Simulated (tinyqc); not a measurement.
Implanted layer, carriers, mobility and sheet resistance: two steps of the calculation.

A p-type layer from the surface x = 0 to the junction xj, N(x) = N0 exp(-(x - Rp)^2/(2 sg^2)). Local neutrality (no depletion at surface or junction, no spilling of carriers), intrinsic carriers neglected, full ionisation of active dopants.

Inputs (values chosen for the exercise); values close to those of boron in silicon over an n-type background: temperature T = 250 K; background doping of the opposite type Nb = 9.3e16 cm^-3; peak chemical concentration N0 = 2.7e20 cm^-3; mobility limit at high doping m1 = 45.9 cm^2/(V s); mobility limit at low doping, at 300 K m2 = 452 cm^2/(V s); reference doping of the mobility law Nr = 2.18e17 cm^-3; exponent of the mobility law am = 0.721; temperature exponent of m2 bt = 2.2; solubility limit of active dopant Ns = 1.96e20 cm^-3; straggle after annealing sg = 30 nm; projected range Rp = 26 nm.

Constants: q = 1.602176634e-19 C. Results are converted to the units shown.

Question 1. Junction depth and local values. xj = Rp + sg sqrt(2 ln(N0/Nb)); 12 equal steps from 0 to xj. Active dopant A = min(N, Ns); p = A - Nb; mobility mu = m1 + (m2 (T/300 K)^(-bt) - m1)/(1 + ((A + Nb)/Nr)^am).

Find: xj; x; N; A; p; mu.

Answer 1.

xj = 145.80 nm

```
point,x (nm),N (cm^-3),A (cm^-3),p (1e20 cm^-3),mu (cm^2/(V s))
0,0.00,1.8547e20,1.8547e20,1.8537,50.718
1,12.15,2.4271e20,1.9600e20,1.9591,50.531
2,24.30,2.6957e20,1.9600e20,1.9591,50.531
3,36.45,2.5411e20,1.9600e20,1.9591,50.531
4,48.60,2.0329e20,1.9600e20,1.9591,50.531
5,60.75,1.3804e20,1.3804e20,1.3794,51.850
6,72.90,7.9549e19,7.9549e19,0.7946,54.709
7,85.05,3.8908e19,3.8908e19,0.3881,60.502
8,97.20,1.6151e19,1.6151e19,0.1606,72.809
9,109.35,5.6902e18,5.6902e18,0.0560,100.00
10,121.50,1.7014e18,1.7014e18,0.0161,158.82
11,133.65,4.3178e17,4.3178e17,0.0034,264.05
12,145.80,9.3000e16,9.3000e16,0.0000,378.46
```

Question 2. Sheet quantities by the trapezoid rule. Dose = integral of N, carrier sheet density = integral of p, 1/Rs = q integral of p mu, mean mobility 1/(q Rs sheet density), Hall mobility (unit Hall factor) = integral of p mu^2 over integral of p mu, Hall sheet density = (integral of p mu)^2/integral of p mu^2; all from 0 to xj.

```
point,x (nm),N (cm^-3),p (1e20 cm^-3),mu (cm^2/(V s))
0,0.00000,1.8546504e20,1.8537204,50.718037
1,12.15014,2.4270726e20,1.9590700,50.531362
2,24.30028,2.6956699e20,1.9590700,50.531362
3,36.45042,2.5410538e20,1.9590700,50.531362
4,48.60056,2.0329384e20,1.9590700,50.531362
5,60.75070,1.3803773e20,1.3794473,51.849859
6,72.90083,7.9548978e19,0.7945598,54.709179
7,85.05097,3.8907616e19,0.3881462,60.502310
8,97.20111,1.6150942e19,0.1605794,72.808570
9,109.35125,5.6901577e18,0.0559716,100.00181
10,121.50139,1.7014295e18,0.0160843,158.82430
11,133.65153,4.3178430e17,0.0033878,264.05314
12,145.80167,9.3e16,0.0000000,378.45913
```

Wanted: dose; carrier sheet density; Rs; mean mobility; Hall mobility; Hall sheet density.

Answer 2.

dose = 1.6317e15 cm^-2
carrier sheet density = 1.4047e15 cm^-2
Rs = 85.303 ohm/square
mean mobility = 52.088 cm^2/(V s)
Hall mobility = 53.062 cm^2/(V s)
Hall sheet density = 1.3789e15 cm^-2

Carriers make up 86.1 % of the dose. A Hall measurement weights the mobile tail, so its sheet density is 1.8 % below the true one.

Computed by the program tinyqc: `OMP_NUM_THREADS=1 python tinyqc.py 2110010 2110011 out.jsonl`, one thread of a shared Intel Xeon 2.30GHz, about 0.01 s for the whole run.
